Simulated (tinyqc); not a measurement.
Stripping the layer step by step: sheet resistance and Hall data of a diffused or implanted layer. Computed by tinyqc, a small Python program. Command: `OMP_NUM_THREADS=1 python tinyqc.py 3031072 3031073 out.jsonl layer walk`. One thread of a shared host (Intel(R) Xeon(R) Processor @ 2.30GHz), about 0.01 s of CPU time with the checks.

Carriers are taken equal to the net active doping down to the junction (full ionisation, which deep dopants in wide-gap hosts do not reach; no spill-over, no depletion), and the Hall factor is 1.

Inputs (values chosen for the exercise, modelled on arsenic in silicon): mu_min = 52.8 cm^2/(V s); mu_max = 1430 cm^2/(V s); N_ref = 9.4e+16 1/cm^3; exponent alpha = 0.7; peak concentration N_0 = 1.6e+20 1/cm^3; length scale l = 310 nm; background doping N_B (opposite type) = 7.6e+14 1/cm^3.

Profile: complementary error function. Activation: complete.

Constants: e = 1.602176634e-19 C.

Method:
- N(x) = N_0 erfc(x/l), dose N_0 l/sqrt(pi), junction x_j = l erfc^-1(N_B/N_0).
- Mobility mu = mu_min + (mu_max - mu_min)/(1 + (N_t/N_ref)^alpha), N_t = active doping + N_B; carriers n = active doping - N_B, all dopants active.
- Integrals from x_0 (0 unless stated) to x_j by the midpoint rule on 400 even intervals: 1/R_s = e int n mu dx; sheet density n_s = int n dx; Hall sheet density (int n mu dx)^2/int n mu^2 dx; Hall mobility int n mu^2 dx/int n mu dx.
- After removing a depth d the integrals start at d. Differences between neighbouring rows give the local conductivity -d(1/R_s)/dx at the middle of the slice (the last slice uses one more step, not listed).

junction depth x_j = 1002.97 nm

Differential sheet resistance:
```
removed d (nm)  R_s (ohm)  slice conductivity (S/cm)  sigma at mid-slice (S/cm)
0                    32.4                     1292.1                     1290.2
100                  55.8                      828.3                      823.3
200                 103.9                      475.7                      470.2
300                 205.5                      250.8                      246.6
400                 424.0                      126.7                      124.2
500                 916.2                       63.4                       62.2
600                2186.6                       30.3                       29.8
700                6486.3                       11.9                       11.5
```

What does the comparison show, and why?

R_s doubles after removing between 100 and 200 nm of a layer 1000 nm deep, so half the current flows above that depth. Where sigma exceeds a tenth of its largest listed value, the slice values agree with it within 2 %.

Extremes, crossings and ranges named in words are read from the listed rows.
